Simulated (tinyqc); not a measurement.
p-n diode with diffusion and depletion-layer recombination: effect of the temperature.

Abrupt junction in the depletion approximation, low injection, full ionisation, neutral widths fixed, ohmic contact on the p side. Vj is the junction voltage; where a series resistance Rs is given, V = Vj + J Rs is the terminal voltage.

Nc and Nv are given at 325 K and scale as (T/325 K)^1.5; Eg, mobilities and lifetimes are held fixed. ni = sqrt(Nc Nv) exp(-Eg/(2 Vt)), Eg in volts; D = mu Vt; Ln = sqrt(Dn tn), Lp = sqrt(Dp tp); J0n = q ni^2 Dn coth(wp/Ln)/(Ln Na); J0p = (q ni^2 Dp/(Lp Nd)) (s + tanh(wn/Lp))/(1 + s tanh(wn/Lp)), s = Sp Lp/Dp. J_diff = (J0n + J0p)(exp(Vj/Vt) - 1). Vbi = Vt ln(Na Nd/ni^2), W = sqrt(2 eps0 eps_r (Vbi - Vj)(1/Na + 1/Nd)/q), xp = W Nd/(Na + Nd), xn = W Na/(Na + Nd); u(x) = q Na (x + xp)^2/(2 eps0 eps_r) for x < 0 and Vbi - Vj - q Nd (xn - x)^2/(2 eps0 eps_r) for x > 0; p = Na exp(-u/Vt), n = Nd exp((u - Vbi + Vj)/Vt); U = ni^2 (exp(Vj/Vt) - 1)/(tp (n + ni exp(Et/Vt)) + tn (p + ni exp(-Et/Vt))); J_scr = q times the integral of U from -xp to xn. J = J_diff + J_scr.

Inputs (values chosen for the exercise); band and dielectric values close to those of 4H silicon carbide:
```
symbol    value        unit                                                         meaning
Eg         3.22          eV                                                        band gap
eps_r      9.76                                                       relative permittivity
Nc      1.94e19       cm^-3  conduction-band density of states at the reference temperature
Nv      2.77e19       cm^-3     valence-band density of states at the reference temperature
Na         1e18       cm^-3                                                acceptor density
Nd       1.1e15       cm^-3                                                   donor density
mun         200  cm^2/(V s)                                 electron mobility in the p side
mup         120  cm^2/(V s)                                     hole mobility in the n side
tn         4e-6           s                                               electron lifetime
tp         8e-7           s                                                   hole lifetime
wp          7.9          um                                     neutral width of the p side
wn          2.1          um                                     neutral width of the n side
Sp          1e7        cm/s                         recombination velocity at the n contact
Et            0          eV                            trap level above the intrinsic level
Vj         1.03           V            junction voltage at which recombination is evaluated
```

Constants: q = 1.602176634e-19 C, kB = 1.380649e-23 J/K, Vt = kB T/q, eps0 = 8.8541878128e-14 F/cm where lengths are in cm. Results are converted to the units shown.

Effect of the temperature:

| T (K) | J0n (A/cm^2) | J0p (A/cm^2) | J_diff (A/cm^2) | J_scr (A/cm^2) | J_scr/J (%) | wn/Lp |
|---|---|---|---|---|---|---|
| 220 | 2.237e-69 | 4.560e-66 | 1.797e-42 | 1.479e-25 | 100.0 | 0.1557 |
| 260 | 9.712e-58 | 1.981e-54 | 1.830e-34 | 1.662e-21 | 100.0 | 0.1432 |
| 300 | 3.608e-49 | 7.363e-46 | 1.481e-28 | 1.647e-18 | 100.0 | 0.1333 |
| 340 | 1.375e-42 | 2.806e-39 | 5.198e-24 | 3.377e-16 | 100.0 | 0.1252 |
| 380 | 2.266e-37 | 4.625e-34 | 2.117e-20 | 2.346e-14 | 100.0 | 0.1184 |
| 420 | 3.944e-33 | 8.052e-30 | 1.843e-17 | 7.509e-13 | 100.0 | 0.1127 |
| 460 | 1.299e-29 | 2.652e-26 | 5.111e-15 | 1.354e-11 | 99.96 | 0.1077 |

As T goes from 220 to 460, J0p rises from 4.56e-66 to 2.65e-26 A/cm^2, J_scr rises from 1.48e-25 to 1.35e-11 A/cm^2 and its share stays near 100 %. Activation energies -d ln J/d(1/kB T) over the table: 2.30 eV for J_diff (compare Eg - Vj = 2.19 eV, raised by the power-law prefactors) and 1.17 eV for J_scr.

Computed by the program tinyqc: `OMP_NUM_THREADS=1 python tinyqc.py 2260065 2260066 out.jsonl`, one thread of a shared Intel Xeon 2.30GHz, about 0.01 s for the whole run.
